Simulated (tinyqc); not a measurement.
Small-signal admittance of a forward-biased p+-n diode: effect of the excess hole density at the junction edge.

Holes injected into a neutral base of width wb with an ohmic contact at its end; low injection, p0 far above the equilibrium density. A small voltage v exp(i w t), w = 2 pi f, modulates the edge density by p0 v/Vt, and the small-signal density obeys Dp d2p/dx2 = (1/tau + i w) p.

L = sqrt(Dp tau); direct current J = (q Dp p0/L) coth(wb/L); k = sqrt(1 + i w tau)/L; diffusion admittance Y = (q Dp p0/Vt) k coth(k wb) = G + i w C_diff; junction capacitance C_j = sqrt(q eps0 eps_r Nd/(2 Vr)) in the depletion approximation, with the remaining barrier Vr = Vt ln(Na/p0), a rough value under forward bias; base-width modulation is left out. Measured admittance 1/[Rs + 1/(Y + i w C_j)].

Parameters, values chosen for the exercise; permittivity close to that of germanium:
```
symbol,value,unit,meaning
T,300,K,temperature
eps_r,16,,relative permittivity
Nd,1.4e16,cm^-3,donor density of the base
Dp,33,cm^2/s,hole diffusion coefficient
tau,1e-7,s,hole lifetime
wb,13,um,width of the neutral base
Na,4e19,cm^-3,acceptor density of the p+ side
Rs,0.00043,ohm cm^2,series resistance
f,1.9e6,Hz,signal frequency
```

Constants: q = 1.602176634e-19 C, kB = 1.380649e-23 J/K, Vt = kB T/q, eps0 = 8.8541878128e-14 F/cm where lengths are in cm. Results are converted to the units shown.

The same in every row: w tau = 1.194.

Result of one run:

| G (S/cm^2) | C_diff (uF/cm^2) | C_j (uF/cm^2) | measured G (S/cm^2) | measured C (uF/cm^2) | phase of the measured Y (degrees) |
|---|---|---|---|---|---|
| 1.844 | 0.02510 | 0.06358 | 1.843 | 0.08854 | 29.83 |

Which excess hole density at the junction edge p0 gave this result: 1e10, 1e11, 1e12 or 1e13 cm^-3?

p0 = 1e13 cm^-3.

The whole series:

| p0 (cm^-3) | G (S/cm^2) | C_diff (uF/cm^2) | C_j (uF/cm^2) | measured G (S/cm^2) | measured C (uF/cm^2) | phase of the measured Y (degrees) |
|---|---|---|---|---|---|---|
| 1e9 | 1.844e-4 | 2.510e-6 | 0.05018 | 3.387e-4 | 0.05018 | 89.97 |
| 1e10 | 0.001844 | 2.510e-5 | 0.05272 | 0.002015 | 0.05275 | 89.82 |
| 1e11 | 0.01844 | 2.510e-4 | 0.05570 | 0.01863 | 0.05595 | 88.40 |
| 1e12 | 0.1844 | 0.002510 | 0.05925 | 0.1847 | 0.06175 | 75.94 |
| 1e13 | 1.844 | 0.02510 | 0.06358 | 1.843 | 0.08854 | 29.83 |
| 1e14 | 18.44 | 0.2510 | 0.06903 | 18.30 | 0.3150 | 11.61 |
| 1e15 | 184.4 | 2.510 | 0.07616 | 171.2 | 2.219 | 8.797 |

As p0 goes from 1e9 to 1e15, G rises from 1.84e-4 to 184 S/cm^2, C_diff rises from 2.51e-6 to 2.51 uF/cm^2 and the measured C rises from 0.0502 to 2.22 uF/cm^2. C_diff exceeds C_j for p0 = 1e14, 1e15.

Program tinyqc, `OMP_NUM_THREADS=1 python tinyqc.py 2890231 2890232 out.jsonl`; Intel Xeon 2.30GHz, shared host, one thread, about 0.01 s.
